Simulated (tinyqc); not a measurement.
# One-dimensional ballistic tunnel FET, two-band WKB: effects of single changes

A p-type source for x < 0 with its Fermi level at 0 and its valence edge at ds; in the channel the bands fall as D exp(-x/lam) towards their flat values, with the conduction edge at Ec = ds - dP and D = dP + Eg. The gate moves dP one to one. The drain Fermi level lies at -Vd and the drain side reflects nothing. For w = E - Ec between 0 and dP an electron crosses the gap. Two-band dispersion with equal masses m: inside the gap kappa = sqrt(m u (1 - u/Eg)/C), u the distance from a band edge, C = hbar^2/(2 m0).

Values chosen for this exercise; band and dielectric values close to those of indium phosphide: temperature T = 300 K; band gap Eg = 1.33 eV; band-edge mass of the two-band model m = 0.084 m0; screening length of the source junction lam = 2.8 nm; source valence edge above the source Fermi level ds = 0.17 eV; drain bias Vd = 0.2 V; number of degenerate subbands (spin apart) g = 1; tunnelling window Ev(source) - Ec(channel) dP = 0.46 eV.

Constants: q = 1.602176634e-19 C, kB = 1.380649e-23 J/K, hbar = 1.054571817e-34 J s, h = 6.62607015e-34 J s, m0 = 9.1093837015e-31 kg, Vt = kB T/q, hbar^2/(2 m0) = 0.0380998212 eV nm^2. Results are converted to the units shown.

Each table varies one quantity; the others keep the values above.

## Transfer curve and swing

S(w) = 2 lam int_0^Eg kappa(u) du/(w + Eg - u) = 2 pi lam sqrt(m/(C Eg)) [w + Eg/2 - sqrt(w (w + Eg))], T(w) = exp(-S). I = g (2 q^2/h) int_0^dP T(w) [f(E) - f(E + Vd)] dw, E = ds - dP + w, f(x) = 1/(1 + exp(x/Vt)). Swing = d(dP)/d(log10 I).

Transfer curve and swing:
```
dP (eV)  T(w = dP)    I (uA)  swing (mV/decade)
0.011     3.506e-6  2.545e-9              12.31
0.016     5.552e-6  5.736e-9              16.11
0.025     1.054e-5  1.711e-8              21.93
0.039     2.226e-5  6.027e-8              29.37
0.06      5.116e-5  2.523e-7              38.14
0.092     1.292e-4  1.397e-6              47.70
0.14      3.497e-4  1.145e-5              57.10
0.22      0.001093  1.906e-4              77.67
0.33      0.003110  0.002439              128.3
0.51      0.009347   0.02531              246.2
```

What does the comparison show?

I rises from 2.54e-9 to 0.0253 uA and the swing rises from 12.3 to 246 mV/decade. The thermionic limit is Vt ln 10 = 59.5 mV/decade; the swing stays under it up to dP = 0.14 eV among the rows, where I is 1.14e-5 uA, 0.045 % of the last row. Leakage below the onset is not in the model.

## Effect of the source degeneracy

Same model as above.

Effect of the source degeneracy:
```
ds (eV)    I (uA)  swing (mV/decade)
-0.05     0.05139              351.4
0         0.05328              329.5
0.05      0.04342              298.2
0.1       0.03003              260.8
0.15      0.01883              223.4
0.2       0.01077              188.4
0.25     0.005511              156.7
0.3      0.002449              128.6
```

Read the table: what changes, and by how much?

I goes from 0.0514 through a maximum of 0.0533 (at ds = 0 eV among the rows listed) to 0.00245 uA, and the swing falls from 351 to 129 mV/decade. The screening length is held fixed, though doping would change it.

## Effect of the band gap with the mass tied to it

Same model as above.

The mass follows the gap, m = 0.084 Eg/1.33 eV.

Result of one run:
```
Eg (eV)  T(w = dP)   I (uA)  swing (mV/decade)
1.23       0.01255  0.03010              221.8
```

What becomes of these results when the band gap Eg is changed from 1.23 to 0.89 eV, all else the same?

Result of the changed run:
```
Eg (eV)  T(w = dP)  I (uA)  swing (mV/decade)
0.89       0.07070  0.2747              286.3
```

The whole series:
```
Eg (eV)  T(w = dP)    I (uA)  swing (mV/decade)
0.2         0.8156     10.04               1229
0.37        0.5413     4.971              635.4
0.54        0.3096     2.115              441.6
0.71        0.1583    0.8151              346.1
0.89       0.07070    0.2747              286.3
1.06       0.03068   0.09295              248.8
1.23       0.01255   0.03010              221.8
1.4       0.004877  0.009393              201.2
```

T(w = dP) falls from 0.816 to 0.00488 and I falls from 10.0 to 0.00939 uA; the swing falls from 1230 to 201 mV/decade. With m/Eg fixed, S depends on the gap only through w + Eg/2 - sqrt(w (w + Eg)). For Eg = 0.2, 0.37, 0.54, 0.71 S at w = dP is below 2, where a WKB prefactor of 1 is a rough guess.

## Effect of the screening length

Same model as above.

Results:
```
lam (nm)  T(w = dP)    I (uA)  swing (mV/decade)
1            0.1720     1.186              485.5
3.6        0.001770  0.002373              172.0
4.9        1.796e-4  1.243e-4              136.0
6.1        2.172e-5  8.728e-6              115.4
7.4        2.203e-6  5.208e-7              100.0
8.7        2.235e-7  3.278e-8              88.94
10         2.267e-8  2.162e-9              80.53
```

Estimate the missing row, lam = 2.3 nm.

Computed row:
```
lam (nm)  T(w = dP)   I (uA)  swing (mV/decade)
2.3         0.01745  0.04973              244.1
```

With this row back in the table: I falls from 1.19 to 2.16e-9 uA, on average 0.971 decades a nanometre; S is proportional to lam, and at w = dP it gives 0.764. The swing falls from 485 to 80.5 mV/decade. In 1 of the 8 rows S at w = dP is below 2, where a WKB prefactor of 1 is a rough guess.

Computed by the program tinyqc: `OMP_NUM_THREADS=1 python tinyqc.py 2620165 2620166 out.jsonl`, one thread of a shared Intel Xeon 2.30GHz, about 0.02 s for the whole run.
